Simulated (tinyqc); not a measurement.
Inside a calculation. Model: ferroelectric with a first-order transition, Landau-Devonshire energy.

Numbers from tinyqc (`OMP_NUM_THREADS=1 python tinyqc.py 2860032 2860033 out.jsonl`; about 0.01 s on one thread of a shared Intel Xeon 2.30GHz). Printed values are rounded.

One domain with free energy u = al P^2 + be P^4 + ga P^6 - E P, al = a0 (T - T0), be < 0 < ga (P in uC/cm^2, E in kV/cm, u in mJ/cm^3). Equilibrium: E = 2 al P + 4 be P^3 + 6 ga P^5; a state is stable against small changes where dE/dP > 0. The coercive field is that of uniform switching, which real films, switching by domains, do not reach.

Values chosen for this exercise: slope of the quadratic coefficient a0 = 0.046 kV cm/(uC K); Curie-Weiss temperature T0 = 700 K; quartic coefficient be = -0.0073 kV cm^5/uC^3; sixth-order coefficient ga = 7.5e-6 kV cm^9/uC^5; temperature T = 680 K; applied field Ea = -63 kV/cm.

Constants: eps0 = 8.8541878128e-14 F/cm where lengths are in cm. Results are converted to the units shown.

## Spontaneous polarisation, coercive field and susceptibility

Ps^2 = [-be + sqrt(be^2 - 3 al ga)]/(3 ga); Pc^2 = [-3 be + sqrt(9 be^2 - 15 al ga)]/(15 ga), Ec = -E(Pc); susceptibility chi = 1/(eps0 dE/dP).

al = -0.92 kV cm/uC
Ps = 26.5847 uC/cm^2
u(Ps) at E = 0 = -1648.89 mJ/cm^3
Pc = 20.2315 uC/cm^2
Ec = 126.503 kV/cm
chi at Ps = 232.227

## Transition temperatures

TC = T0 + be^2/(4 a0 ga), where u(Ps) = u(0); T1 = T0 + be^2/(3 a0 ga), where the polar minimum disappears. At TC the polarisation jumps from sqrt(-be/(2 ga)) to zero, with latent heat TC a0 Ps^2.

TC = 738.616 K
T1 = 751.488 K
jump of P = 22.0605 uC/cm^2
latent heat = 16.5351 J/cm^3

Thermal hysteresis can span T0 to T1, 51.5 K.

## Iteration 1: polarisation on the upper branch by Newton steps

P at the start = 26.6 uC/cm^2

f = 2 al P + 4 be P^3 + 6 ga P^5 - Ea, f' = 2 al + 12 be P^2 + 30 ga P^4, P(new) = P - f/f'.

f = 63.7475 kV/cm
f' = 48.8220 kV cm/uC
P after iteration 1 = 25.2943 uC/cm^2

## Iteration 2: polarisation on the upper branch by Newton steps

As before.

f = 9.84028 kV/cm
f' = 34.2161 kV cm/uC
P after iteration 2 = 25.0067 uC/cm^2

## Course of the iteration: polarisation on the upper branch by Newton steps

Stop when P changes by less than 1e-10 uC/cm^2, or after 40 iterations. The rule counts as met only at the stable state of positive P.

Course of the iteration:
```
iteration	P (uC/cm^2)	|change| (uC/cm^2)
1	25.2943	1.31
2	25.0067	0.288
3	24.9935	0.0132
4	24.9935	2.69e-5
5	24.9935	1.12e-10
6	24.9935	0
```

Converged in 6 iterations. At the end the number of correct digits about doubles with each step. There chi = 362, and the state is metastable, since the field opposes P.
